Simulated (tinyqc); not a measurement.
RHF in the 6-31g basis, for H-, spin multiplicity 1, step by step. The basis has no diffuse functions, so it cannot describe the extra electron: this is an exercise in the method, not the real anion. One step of it, computed by the program tinyqc.

Task: Iteration 2: building the Fock matrix. J_ij = sum D_kl (ij|kl), K_ij = sum D_kl (ik|jl); F = H + J - 0.5 K; E = tr D H + tr D J / 2 - 0.25 tr D K + E_nn.

D after iteration 1, order 1H 1s, 1H 2s:
```
[[0.145196, 0.432098],
 [0.432098, 1.285911]]
```

core Hamiltonian H = T + V (hartree), order 1H 1s, 1H 2s:
```
[[-0.257552, -0.482576],
 [-0.482576, -0.398935]]
```

Two-electron integrals (ij|kl) in chemists' order, unique and non-zero (hartree):
```
(11|11) 1.076566   (21|11) 0.578470   (21|21) 0.329423   (22|11) 0.587396
(22|21) 0.361304   (22|22) 0.453150
```

nuclear repulsion = 0 hartree

Give: Coulomb J; exchange K; Fock matrix F; total energy of this density.

Result:

Coulomb J (hartree), order 1H 1s, 1H 2s:
```
[[1.412, 0.833],
 [0.833, 0.980]]
```

exchange K (hartree), order 1H 1s, 1H 2s:
```
[[1.080, 0.945],
 [0.945, 0.943]]
```

Fock matrix F (hartree), order 1H 1s, 1H 2s:
```
[[0.614, -0.122],
 [-0.122, 0.110]]
```

total energy of this density = -0.42104 hartree
